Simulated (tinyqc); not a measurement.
Far from Gamma: eight-band Kane k.p model.

Eight-band Kane model, basis S, X, Y, Z times spin, zero of energy at the top of the unstrained valence band, c = hbar^2/2m0. Within each spin: H_SS = Eg + A c k^2, H_SX = i P kx (likewise Y, Z), H_XX = -Dso/3 + L kx^2 + M (ky^2 + kz^2), H_XY = N kx ky, and cyclic. Spin-orbit term (Dso/3) L.sigma on X, Y, Z with (L_k)_ij = -i epsilon_kij: <X+|H|Y+> = -i Dso/3, <X+|H|Z-> = Dso/3, <Y+|H|Z-> = -i Dso/3, <Z+|H|X-> = -Dso/3, <Z+|H|Y-> = i Dso/3, <X-|H|Y-> = i Dso/3, and their conjugates; + and - are the spin along z. Terms from inversion asymmetry are left out, so every level is twofold.

P = sqrt(Ep c); A = 1/me - Ep (Eg + 2 Dso/3)/(Eg (Eg + Dso)) keeps the electron mass; g1' = g1 - Ep/(3 Eg), g2' = g2 - Ep/(6 Eg), g3' = g3 - Ep/(6 Eg) remove the coupling to S that the Luttinger values already hold; L = -c (g1' + 4 g2'), M = -c (g1' - 2 g2'), N = -6 c g3'.

Constants: hbar^2/2m0 = 3.80998211 eV angstrom^2.

Parameters, chosen for this exercise (near those of GaSb; shifted at random, so the results belong to these values and not to a real crystal):
- Eg = 0.804 eV (gap at Gamma to the s-like level)
- Dso = 0.751 eV (spin-orbit splitting)
- Ep = 26.7 eV (Kane energy)
- me = 0.0391 m0 (electron mass at Gamma)
- g1 = 13.33 (Luttinger gamma1)
- g2 = 4.72 (gamma2)
- g3 = 5.96 (gamma3)

Pairs 3 and 4 along [100] out to 3.2 1/angstrom, beyond the zone edge but about the reach pi/h of a grid with h = 1 angstrom, with Ep as given and with Ep rescaled so that A = 1: Ep = (1/me - 1) Eg (Eg + Dso)/(Eg + 2 Dso/3). Crossings of E = Eg/2 are found on a scan of 320 points from 0.05 to 3.2 and refined by bisection.

Levels (eV):

| kx (1/angstrom) | pair 3 | pair 4 | pair 3, rescaled | pair 4, rescaled |
|---|---|---|---|---|
| 0.0 | 0.000 | 0.804 | 0.000 | 0.804 |
| 0.4 | -2.371 | 3.957 | -2.371 | 3.859 |
| 0.8 | -9.485 | 7.498 | -9.485 | 7.189 |
| 1.2 | -18.033 | 11.528 | -20.888 | 11.025 |
| 1.6 | -28.380 | 16.371 | -33.865 | 15.726 |
| 2.0 | -41.286 | 22.208 | -50.147 | 21.465 |
| 2.4 | -56.854 | 29.135 | -69.883 | 28.328 |
| 2.8 | -75.135 | 37.205 | -93.122 | 36.356 |
| 3.2 | -96.157 | 46.447 | -119.887 | 45.571 |

A (a pure number) and L (eV angstrom^2) as given: -2.287  3.806

rescaled Ep = 23.55 eV

A and L rescaled: 1.000  -11.122

Crossings of mid-gap:

| set | number | first kx (1/angstrom) |
|---|---|---|
| as given | 0 | - |
| rescaled | 0 | - |

Is the parameter set safe for a calculation on a fine real-space grid?

Along this line and up to 3.2 1/angstrom, yes: no level crosses the middle of the gap; but A < 0 or L > 0 bends a band towards the gap, so this scan alone does not clear the set: other directions, such as [110] and [111], should be scanned too, and interfaces can still cause trouble. At large kx the S and X states dominate and (A c k^2)(L k^2) - P^2 k^2 must vanish for a state in the gap, which needs A L > 0, near k = P/sqrt(A c L); here A = -2.287 and L = 3.806 have opposite signs. In the rerun with Ep = 23.55 eV, A = 1.000 and L = -11.122 have opposite signs, and no level crosses. Electron, heavy- and light-hole masses at Gamma are the same for both sets.

Computed by tinyqc, a small Python program: `OMP_NUM_THREADS=1 python tinyqc.py 1050768 1050769 out.jsonl` (the numbers bound the seed that draws the inputs); one thread of a shared host (Intel(R) Xeon(R) Processor @ 2.30GHz), about 0.07 s for the whole set of steps.
